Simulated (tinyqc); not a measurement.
AlGaN/GaN HEMT with access regions, lumped model: two steps of the calculation.

A polarisation-induced electron sheet under a Schottky gate, in series with two ungated access regions and contacts. Drift law v = mu E/(1 + mu E/vs) under the gate. Currents in mA/mm, resistances in ohm mm. No self-heating, no channel-length modulation; fits for polarisation, barrier and offset are chosen for the exercise.

Values chosen for this exercise; values close to those of AlGaN/GaN structures:
- x = 0.33 (aluminium share of the barrier)
- d = 18 nm (barrier thickness)
- eps_r = 9.4 (relative permittivity of barrier and channel)
- mu = 1200 cm^2/(V s) (channel mobility)
- vs = 1.6e7 cm/s (saturation velocity)
- Lg = 0.5 um (gate length)
- Ls = 1.5 um (source access length)
- Ld = 4 um (drain access length)
- Rc = 0.3 ohm mm (resistance of each contact)
- ft = 0.17 (share of the drain-access electrons removed by traps)
- Vg = -1 V (gate voltage)
- Vd = 4 V (drain voltage)

Constants: q = 1.602176634e-19 C, eps0 = 8.8541878128e-14 F/cm where lengths are in cm. Results are converted to the units shown.

Question 1. Polarisation charge, threshold and sheet resistance. sigma = (5e13 x + 1.6e13 x^2) cm^-2, phiB = 0.84 + 1.3 x, dEc = 0.7 (1.71 x + x^2) in volts, Cb = eps0 eps_r/d, VT = phiB - dEc - q sigma/Cb, access density n0 = -Cb VT/q. Rsh = 1/(q mu n0); largest access current q n0 vs.

Give: sigma; Cb; VT; n0; Rsh; q n0 vs.

Answer 1.

sigma = 1.8242e13 cm^-2
Cb = 0.46239 uF/cm^2
VT = -5.5233 V
n0 = 1.5940e13 cm^-2
Rsh = 326.30 ohm
q n0 vs = 4086.2 mA/mm

Question 2. Drain current. Access resistance R(L, n) = L/(q mu n sqrt(1 - (I/(q n vs))^2)); Rs = Rc + R(Ls, n0), Rd = Rc + R(Ld, (1 - ft) n0). Vg' = Vg - I Rs, Vd' = Vd - I (Rs + Rd); with u = Vg' - VT, Vc = vs Lg/mu and w the smaller of Vd' and Vc [sqrt(1 + 2 u/Vc) - 1] (0 if negative), the channel gives (mu Cb/Lg)(u w - w^2/2)/(1 + w/Vc). I(new) = I + 0.3 (channel current - I).

I at the start = 950 mA/mm
VT = -5.5232764 V
Cb = 0.46238536 uF/cm^2
n0 = 1.5940079e13 cm^-2

Wanted: Rs; Rd; Vg'; Vd'; channel current; I after iteration 1.

Answer 2.

Rs = 0.80324 ohm mm
Rd = 1.9381 ohm mm
Vg' = -1.7631 V
Vd' = 1.3957 V
channel current = 1533.2 mA/mm
I after iteration 1 = 1125.0 mA/mm

Numbers from tinyqc (`OMP_NUM_THREADS=1 python tinyqc.py 2570043 2570044 out.jsonl`; about 0.01 s on one thread of a shared Intel Xeon 2.30GHz).
